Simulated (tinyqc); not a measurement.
Donor binding, ionisation and the Mott limit: one step of the calculation.

Hydrogenic donor: Ry = (m0 q^3/(8 eps0^2 h^2)) me/eps_r^2 in eV, E0 = cc Ry, radius a = q/(8 pi eps0 eps_r E0), Mott density Nm = (0.26/a)^3. Below Nm the level sinks as Ed = E0 [1 - (N/Nm)^(1/3)]. Neutrality: Nc F12(eta) = N/(1 + 2 exp(eta + Ed/kB T)), F12(x) = (2/sqrt(pi)) int_0^infinity sqrt(u)/(1 + exp(u - x)) du.

Question. Ionisation. Solve the neutrality equation for eta. Boltzmann form: with k = (Nc/2) exp(-Ed/kB T) the ionised share is [-k + sqrt(k^2 + 4 k N)]/(2 N).

Inputs (values chosen for the exercise); band and dielectric values close to those of silicon: temperature T = 100 K; conduction-band density of states at 100 K Nc = 5.45e18 cm^-3; donor density N = 3.1e16 cm^-3.

Constants: q = 1.602176634e-19 C, kB = 1.380649e-23 J/K, Vt = kB T/q. Results are converted to the units shown.

Ed = 18.131317 meV

Give: eta; ionised share; n; ionised share, Boltzmann form.

Answer.

eta = -5.2501
ionised share = 92.077 %
n = 2.8544e16 cm^-3
ionised share, Boltzmann form = 92.090 %

With the level held at E0 the share would be 84.4 %.

Range of the model: A sharp level with degeneracy 2 overstates freeze-out near Nm, where the impurity band broadens and merges with the conduction band.

tinyqc, about 0.01 s, one thread, Intel Xeon 2.30GHz (shared host): `OMP_NUM_THREADS=1 python tinyqc.py 2330112 2330113 out.jsonl`
